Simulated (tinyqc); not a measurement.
Hot electrons in a saturated n-channel MOSFET, lucky-electron model: effect of the gate voltage.

Beyond pinch-off the lateral field grows as Esat cosh(y/l) over the velocity-saturated region (pseudo-two-dimensional model). Impact ionisation in this region gives the substrate current, which biases the body forward through Rsub. Currents are per width. Local-field laws: they overstate ionisation when the field peak is narrower than an energy relaxation length.

Cox = 3.9 eps0/tox, l = sqrt(3 tox xj), Esat = 2 vs/mu. Overdrive g = Vg - VT + kb Vb; Vdsat = g Esat L/(g + Esat L); Id = Cox vs (g - Vdsat); dV = Vd - Id Rd - Vdsat; Em = sqrt((dV/l)^2 + Esat^2); Isub = Id (Ai/Bi) l Em exp(-Bi/Em). Vb = Rsub Isub is solved self-consistently. Lifetime tau = (Hl/Id)(Isub/Id)^(-m); 1 year = 3.15576e7 s.

Parameters, values chosen for the exercise; values close to those of silicon n-channel devices:
```
symbol  value        unit                                   meaning
L        0.18          um                            channel length
tox       4.2          nm                           oxide thickness
xj         68          nm                            junction depth
VT       0.69           V                                 threshold
mu        300  cm^2/(V s)                        effective mobility
vs        9e6        cm/s                       saturation velocity
Ai        2e6        1/cm                      ionisation prefactor
Bi       1.87       MV/cm                          ionisation field
Rd        200      ohm um     resistance of the lightly doped drain
Rsub     5800      ohm um                      substrate resistance
kb       0.29              fall of VT per volt of forward body bias
m         2.9                                     lifetime exponent
Hl       7100     s uA/um                         lifetime constant
Vd        1.6           V                             drain voltage
```

Constants: eps0 = 8.8541878128e-14 F/cm where lengths are in cm. Results are converted to the units shown.

Effect of the gate voltage:
```
Vg (V),Id (uA/um),Em (MV/cm),Isub (uA/um),Isub/Id,tau (years)
0.84,13.69,0.5040,0.5286,0.03862,0.2061
0.93,32.70,0.4807,1.006,0.03075,0.1670
1.03,61.01,0.4576,1.468,0.02405,0.1825
1.12,91.69,0.4389,1.778,0.01939,0.2270
1.22,130.5,0.4200,2.000,0.01533,0.3155
1.31,168.9,0.4045,2.101,0.01244,0.4463
1.41,214.8,0.3886,2.124,0.009887,0.6830
1.51,263.6,0.3738,2.074,0.007867,1.080
1.6,309.7,0.3614,1.983,0.006405,1.668
```

What does the table show?

As Vg goes from 0.84 to 1.6 V, Em falls from 0.504 to 0.361 MV/cm, Isub goes from 0.529 through a maximum of 2.12 (at Vg = 1.41 V among the rows listed) to 1.98 uA/um and tau goes from 0.206 through a minimum of 0.167 (at Vg = 0.93 V among the rows listed) to 1.67 years. Id grows with Vg while the rising Vdsat lowers the field, hence the bell shape; the peak row has Vg/Vd = 0.88.

tinyqc, about 0.01 s, one thread, Intel Xeon 2.30GHz (shared host): `OMP_NUM_THREADS=1 python tinyqc.py 2550114 2550115 out.jsonl`
